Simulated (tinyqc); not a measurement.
Rayleigh-quotient iteration on a symmetric matrix, step by step. Computed by tinyqc, a small Python program that keeps every step. Settings: method = rayleigh, shift = -0.26. Command: `OMP_NUM_THREADS=1 python tinyqc.py 26669 26670 out.jsonl` (the two numbers bound the seeds that draw the settings). One thread of a shared host (Intel(R) Xeon(R) Processor @ 2.60GHz), about 0.01 s of CPU time with the checks.

## Step 1

A:
```
           1          2          3         4          5
1   0.630000   0.483000  -0.241000  0.234000  -0.129000
2   0.483000   1.294000  -0.111000  1.048000   0.522000
3  -0.241000  -0.111000   1.534000  0.647000  -0.209000
4   0.234000   1.048000   0.647000  3.144000   0.403000
5  -0.129000   0.522000  -0.209000  0.403000   3.302000
```

vector v at the start: 0.447214  0.447214  0.447214  0.447214  0.447214

shift = -0.260000

solve (A - shift) w = v; v' = w/|w| with its largest component positive (the first on a tie); lambda = v'^T A v'; the next shift is lambda.

vector after step 1: 0.817171  0.141734  0.511670  -0.036635  0.221346

Rayleigh quotient after step 1 = 0.791605

## Step 2

As before.

vector after step 2: 0.482560  0.513659  0.560379  -0.434221  0.026796

Rayleigh quotient after step 2 = 0.725154

## Course of the iteration

Stop when the residual |A v - lambda v| is below 1e-9.

Steps:
```
step      lambda  residual
1     0.79160471  9.55e-01
2     0.72515439  5.41e-02
3     0.73039208  5.92e-04
4     0.73039287  1.06e-09
5     0.73039287  1.37e-16
```

all eigenvalues, for comparison: 0.289457  0.730393  1.673681  3.085771  4.124698

Converged in 5 steps.
